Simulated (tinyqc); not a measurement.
Opening the gap, as alloying or pressure does: deep trap from a strong local potential in a two-band host (Koster-Slater model with semi-elliptic bands). Computed by tinyqc, a small Python program. Command: `OMP_NUM_THREADS=1 python tinyqc.py 3019877 3019878 out.jsonl deeptrap walk`. One thread of a shared host (Intel(R) Xeon(R) Processor @ 2.30GHz), about 0.03 s of CPU time with the checks.

The valence band spans -2 W_v to 0 and the conduction band E_g to E_g + 2 W_c. The orbital at the impurity site has weight f_v in the valence band and 1 - f_v in the conduction band, each spread as a semi-ellipse (2/(pi W^2)) sqrt(W^2 - x^2) about the band centre. The impurity adds U to this orbital. Spin is left out.

Inputs (values chosen for the exercise, with a gap close to that of ZnO):
```
quantity                                value  unit
gap E_g                                  3.33    eV
half-width of the valence band W_v        4.8    eV
half-width of the conduction band W_c       5    eV
valence weight f_v of the site orbital   0.58     -
impurity potential U                    -37.2    eV
```

Impurity: attractive, donor-like.

Method:
- In the gap G(E) = f_v (2/W_v^2)[x - sqrt(x^2 - W_v^2)] - (1 - f_v)(2/W_c^2)[y - sqrt(y^2 - W_c^2)], x = E + W_v, y = E_g + W_c - E.
- The trap level solves G(E) = 1/U (bisection). With D = -dG/dE = D_v + D_c, D_v = f_v (2/W_v^2)[x/sqrt(x^2 - W_v^2) - 1] and D_c = (1 - f_v)(2/W_c^2)[y/sqrt(y^2 - W_c^2) - 1], the weight on the impurity orbital is 1/(U^2 D) and the conduction-band character is D_c/D.
- The conduction band is shifted rigidly; widths, weights and U stay.

Against the gap:
```
E_g (eV)  E_t (eV)  depth below E_c (eV)  conduction character
1.67        1.5648               0.10520               0.83456
2.16        1.9676               0.19237               0.81196
2.66        2.3701               0.28991               0.79907
3.00        2.6408               0.35922               0.79355
3.33        2.9020               0.42800               0.78983
3.83        3.2959               0.53405               0.78631
4.33        3.6886               0.64139               0.78457
5.33        4.4728               0.85721               0.78437
```

As the conduction band moves up by 3.660 eV the level follows by 2.908 eV, a mean slope of 0.79; the local slope is the conduction character. A shallow donor would follow with slope 1 and a shallow acceptor with slope 0.
